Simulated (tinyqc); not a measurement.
Segment and feed resistance from two drops.

Problem. A rail is fed at one end through Rq; K loads of Ij follow, each after a segment Rs. The drop at load j is K Ij Rq + Rs Ij sum_(l=1..j) (K - l + 1). Find Rs, Rq and the worst drop, at the middle, if the rail were fed through Rq at both ends: K Ij Rq/2 + Rs Ij K^2/8 with the load taken as continuous.

Inputs (values chosen for the exercise): number of equal loads K = 10; current of each load Ij = 0.63 mA.

drops at the first and at the last load (mV): 0.819  2.4349500

Answer. The difference of the two drops is Rs Ij K (K - 1)/2, which gives Rs; the first drop then gives Rq.

Rs = 0.0570 ohm
Rq = 0.0730 ohm
drop at the middle with two feeds = 0.679 mV

Program tinyqc, `OMP_NUM_THREADS=1 python tinyqc.py 2770107 2770108 out.jsonl`; Intel Xeon 2.30GHz, shared host, one thread, about 0.1 s.
